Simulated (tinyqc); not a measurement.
Worked calculation: one-electron ion in a basis of Gaussians. Computed by tinyqc, a small Python program that keeps every step. Settings: Z = 1, l = 1. Command: `OMP_NUM_THREADS=1 python tinyqc.py 22639 22640 out.jsonl` (the two numbers bound the seeds that draw the settings). One thread of a shared host (Intel(R) Xeon(R) Processor @ 2.60GHz), about 0.01 s of CPU time with the checks.

## Matrices over normalised Gaussians

exponents of r^l exp(-a r^2) (1/bohr^2): 0.01563  0.03883  0.09647  0.23970  0.59550  1.48000  3.67600

Z = 1

l = 1

With p = a_i + a_j and I(k) = Gamma((k+1)/2) / (2 p^((k+1)/2)): S = I(2l+2), T = (2l+3) a_i a_j S / p, V = -Z I(2l+1), each divided by sqrt(S_ii S_jj).

S, lower triangle:
```
         1        2        3        4        5        6        7
1  1.00000
2  0.77855  1.00000
3  0.39948  0.77854  1.00000
4  0.15917  0.39943  0.77849  1.00000
5  0.05601  0.15917  0.39944  0.77855  1.00000
6  0.01865  0.05599  0.15910  0.39935  0.77839  1.00000
7  0.00608  0.01866  0.05600  0.15917  0.39943  0.77864  1.00000
```

T (hartree), lower triangle:
```
         1        2        3        4        5        6        7
1  0.03907
2  0.04338  0.09707
3  0.02687  0.10777  0.24118
4  0.01168  0.06674  0.26775  0.59925
5  0.00427  0.02901  0.16581  0.66530  1.48875
6  0.00144  0.01059  0.07205  0.41191  1.65268  3.70000
7  0.00047  0.00358  0.02632  0.17909  1.02351  4.10803  9.19000
```

V (hartree), lower triangle:
```
          1         2         3         4         5         6         7
1  -0.13300
2  -0.13668  -0.20963
3  -0.10062  -0.21542  -0.33043
4  -0.06050  -0.15858  -0.33954  -0.52085
5  -0.03294  -0.09536  -0.24995  -0.53524  -0.82096
6  -0.01716  -0.05190  -0.15027  -0.39395  -0.84357  -1.29422
7  -0.00878  -0.02705  -0.08183  -0.23693  -0.62101  -1.33002  -2.03970
```

## Generalised eigenproblem

H = T + V (hartree), lower triangle:
```
          1         2         3         4        5        6        7
1  -0.09393
2  -0.09329  -0.11256
3  -0.07375  -0.10765  -0.08925
4  -0.04882  -0.09184  -0.07180   0.07840
5  -0.02867  -0.06635  -0.08414   0.13006  0.66779
6  -0.01572  -0.04131  -0.07823   0.01796  0.80911  2.40578
7  -0.00831  -0.02347  -0.05550  -0.05785  0.40250  2.77801  7.15030
```

Solve H C = S C e through S^(-1/2); each column has its largest component positive (the first on a tie).

eigenvalues of S: 0.01595  0.05316  0.16135  0.43443  1.02622  2.05091  3.25797

eigenvalues (hartree): -0.12500  -0.04786  0.07899  0.47898  1.61905  4.76419  13.56493

coefficients:
```
         1         2         3         4         5         6         7
1  0.24189   1.46482  -1.20890   0.60582  -0.30675   0.16307  -0.08801
2  0.52805  -1.00305   2.62997  -1.84890   0.98846  -0.52259   0.27952
3  0.28153  -0.10790  -1.95472   3.00539  -2.02796   1.10824  -0.58764
4  0.08402  -0.12826   0.20237  -2.40396   3.04662  -2.00009   1.08333
5  0.02041   0.00127  -0.15200   0.40250  -2.55423   2.91798  -1.84358
6  0.00390  -0.00869   0.02739  -0.15321   0.46913  -2.44825   2.58935
7  0.00129   0.00012  -0.00933   0.02330  -0.11267   0.32260  -2.01120
```

For Z = 1 and l = 1 the exact lowest level is -Z^2/(2 n^2) with n = l + 1: -0.125000 hartree.
